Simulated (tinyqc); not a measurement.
Hall factor, magnetoresistance and optical conductivity for a power-law relaxation time: one step, computed by the program tinyqc.

One spherical parabolic band, tau(E) = tau_0 x^s with x = E/(k_B T). Landau quantisation is left out.

Task: Density and moments of tau. <y> = int y x^(3/2) f (1 - f) dx / int x^(3/2) f (1 - f) dx, f = 1/(1 + exp(x - eta)). Integrals over x = E/(k_B T) use 160 Gauss-Legendre points in u = sqrt(x) from 0 to sqrt(max(eta, 0) + 45). n = (2 m k_B T)^(3/2)/(3 pi^2 hbar^3) int x^(3/2) f (1 - f) dx; moments in units of tau_0.

Inputs (values chosen for the exercise, with a mass close to that of electrons in silicon): effective mass m = 0.26 m_0; exponent s = 1.5; reduced Fermi level eta = 11; temperature T = 150 K.

Constants: m_0 = 9.1093837015e-31 kg; k_B = 1.380649e-23 J/K; hbar = 1.054571817e-34 J s.

Give: density n; <tau>/tau_0; <tau^2>/tau_0^2; <tau^3>/tau_0^3; <1/tau> tau_0.

Result:

density n = 3.2612e+19 1/cm^3

<tau>/tau_0 = 39.057

<tau^2>/tau_0^2 = 1609.6

<tau^3>/tau_0^3 = 69944

<1/tau> tau_0 = 0.027131
